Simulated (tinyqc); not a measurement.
Minority-electron transport through the base of a bipolar transistor (Moll-Ross and Kroemer integrals): one step, computed by the program tinyqc.

Low injection, one dimension, x from the emitter edge (0) to the collector edge (W), s = x/W. Recombination is treated as a small correction (valid for tau_B well below tau_n), computed from the stored charge.

Question. Gain and speed. Emitter-limited gain beta_E = G_E/G_B; recombination-limited gain beta_R = tau_n/tau_B; 1/beta = 1/beta_E + 1/beta_R; f_T from the base alone = 1/(2 pi tau_B).

Inputs (values chosen for the exercise, modelled on silicon): electron lifetime tau_n = 0.23 ns; emitter Gummel number G_E = 1.9e+13 s/cm^4; temperature T = 300 K.

Base doping profile: exponential. Gap grading: none. Exit of the base: saturation velocity.

base Gummel number G_B = 5.029360e+11 s/cm^4

base transit time tau_B = 1.291421 ps

Give: beta_E; beta_R; current gain beta; f_T from the base alone.

Answer.

beta_E = 37.778

beta_R = 178.10

current gain beta = 31.167

f_T from the base alone = 123.24 GHz

The gain is limited mainly by hole injection into the emitter (83 % of the base current).
